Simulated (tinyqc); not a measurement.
Band gaps under pressure and temperature from deformation potentials: sweeps and comparisons. A value that a table varies takes the place of the one given here.

Murnaghan: V/V0 = (1 + Bp P/B0)^(-1/Bp), B0 = (C11 + 2 C12)/3. Each gap moves by a ln(V/V0) with its volume potential a, and falls with temperature by aV T^2/(T + bV) (Varshni); the two effects are added. No change of phase is considered.

Constants: hc = 1239.841984 eV nm.

Values chosen for the exercise (near those of InAs, the X and L potentials typical of such crystals; not measured data): Eg = 0.419 eV (gap at Gamma to the s-like level at 0 K, 0 GPa); EgX = 1.457 eV (gap to X at 0 K, 0 GPa); EgL = 1.121 eV (gap to L at 0 K, 0 GPa); C11 = 82.4 GPa; C12 = 45.7 GPa; Bp = 4.41 (pressure derivative of the bulk modulus); aG = -6.15 eV (volume potential of the Gamma gap); aX = 1.74 eV (volume potential of the X gap); aL = -2.7 eV (volume potential of the L gap); aV = (0.286, 0.277, 0.289) meV/K (Varshni alpha of Gamma, X, L); bV = (93, 90, 89) K (Varshni beta of Gamma, X, L); T = 300 K (temperature); P = 3.5 GPa (pressure).

## Gaps against pressure

The last column is the linear form E0 + c1 P for Gamma, c1 = -aG/B0.

Gaps (eV):

| P (GPa) | ln(V/V0) | Gamma | X | L | lowest | Gamma, linear |
|---|---|---|---|---|---|---|
| 0.00 | 0.0000 | 0.354 | 1.393 | 1.054 | Gamma | 0.354 |
| 0.75 | -0.0126 | 0.431 | 1.371 | 1.088 | Gamma | 0.433 |
| 1.50 | -0.0245 | 0.504 | 1.350 | 1.120 | Gamma | 0.513 |
| 2.25 | -0.0358 | 0.574 | 1.331 | 1.151 | Gamma | 0.592 |
| 3.00 | -0.0466 | 0.640 | 1.312 | 1.180 | Gamma | 0.672 |
| 3.75 | -0.0569 | 0.704 | 1.294 | 1.208 | Gamma | 0.752 |
| 4.50 | -0.0668 | 0.764 | 1.277 | 1.234 | Gamma | 0.831 |
| 5.25 | -0.0762 | 0.822 | 1.260 | 1.260 | Gamma | 0.911 |
| 6.00 | -0.0853 | 0.878 | 1.245 | 1.284 | Gamma | 0.990 |

Over 6 GPa Gamma moves by +0.525, L by +0.230 and X by -0.148 eV. Gamma stays lowest. The linear form overshoots by 112 meV at the end, because the crystal stiffens; the gap is linear in ln V, not in P.

## Gaps against temperature

At the pressure P; wavelength hc/E of the lowest gap.

Gaps (eV):

| T (K) | Gamma | X | L | lowest | wavelength (nm) |
|---|---|---|---|---|---|
| 0 | 0.7484 | 1.3638 | 1.2656 | Gamma | 1656.7 |
| 50 | 0.7434 | 1.3589 | 1.2604 | Gamma | 1667.8 |
| 100 | 0.7336 | 1.3492 | 1.2503 | Gamma | 1690.1 |
| 200 | 0.7093 | 1.3256 | 1.2256 | Gamma | 1747.9 |
| 300 | 0.6829 | 1.2999 | 1.1987 | Gamma | 1815.6 |
| 400 | 0.6556 | 1.2734 | 1.1711 | Gamma | 1891.2 |
| 500 | 0.6278 | 1.2464 | 1.1429 | Gamma | 1974.8 |
| 600 | 0.5998 | 1.2193 | 1.1146 | Gamma | 2067.0 |

From 0 to 100 K the Gamma gap falls by 14.8 meV, from 500 to 600 K by 28.0 meV: quadratic below bV, linear with a slope tending to aV = 0.286 meV/K above. Gamma stays lowest. A pressure of 0.62 GPa, with the slope -aG/B0 at zero pressure, would undo the fall of the Gamma gap from 0 to 300 K.

## What each parameter does

Gaps at P and T. Each row changes one parameter from the base and keeps the others.

Results:

| case | Gamma (eV) | X (eV) | L (eV) |
|---|---|---|---|
| base | 0.6829 | 1.2999 | 1.1987 |
| T = 350 K | 0.6693 | 1.2867 | 1.1850 |
| C11 = 74.16 GPa | 0.6974 | 1.2958 | 1.2051 |
| C12 = 50.27 GPa | 0.6682 | 1.3041 | 1.1923 |
| Bp = 4.851 | 0.6793 | 1.3009 | 1.1972 |
| aG = -5.535 eV | 0.6500 | 1.2999 | 1.1987 |
| aX = 1.566 eV | 0.6829 | 1.3092 | 1.1987 |
| aL = -2.97 eV | 0.6829 | 1.2999 | 1.2132 |
| P = 3.15 GPa | 0.6532 | 1.3083 | 1.1857 |

The largest shifts from the base row, up to three for each result and ties (the steps differ in size, so this ranks the rows, not the parameters). Gamma (eV): aG -0.0329, P -0.0297, C12 -0.0147; unchanged at the printed digits by aX and aL. X (eV): T -0.0132, aX +0.0093, P +0.0084; unchanged at the printed digits by aG and aL. L (eV): aL +0.0145, T -0.0138, P -0.0130; unchanged at the printed digits by aG and aX.

Program tinyqc; command `OMP_NUM_THREADS=1 python tinyqc.py 1081131 1081132 out.jsonl`; about 0.01 s on one thread of a shared Intel(R) Xeon(R) Processor @ 2.30GHz.
